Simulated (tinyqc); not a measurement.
Dose and depth of a threshold implant.

Problem. A sheet of D acceptors per cm^2 lies at depth xi inside the depleted layer of a body doped Na. In the depletion approximation VT = Vfb + f2 + q D/Cox + gamma sqrt(f2 + Vsb - q D xi/(eps0 eps_r)), gamma = sqrt(2 eps0 eps_r q Na)/Cox, Cox = eps0 eox/tox. Find gamma, D and xi.

Inputs (values chosen for the exercise); band and dielectric values close to those of silicon: relative permittivity eps_r = 11.5; acceptor density deep in the body Na = 1.6e16 cm^-3; relative permittivity of the gate insulator (close to silicon nitride) eox = 7.32; insulator thickness tox = 21 nm; flat-band voltage Vfb = -0.33 V; band bending 2 phiF at threshold f2 = 0.811 V.

Constants: q = 1.602176634e-19 C, eps0 = 8.8541878128e-14 F/cm where lengths are in cm. Results are converted to the units shown.

VT against the source at Vsb = 0 and 1.7 V (V): 0.82614502  1.0035770

Answer. With y^2 = f2 - q D xi/(eps0 eps_r) and d the difference of the thresholds over gamma, sqrt(y^2 + Vsb) - y = d gives y = (Vsb - d^2)/(2 d). The first threshold then gives D, and y^2 gives xi.

gamma = 0.234 V^0.5
D = 3.30e11 cm^-2
xi = 50.0 nm

tinyqc, about 0.6 s, one thread, Intel Xeon 2.30GHz (shared host): `OMP_NUM_THREADS=1 python tinyqc.py 2080160 2080161 out.jsonl`
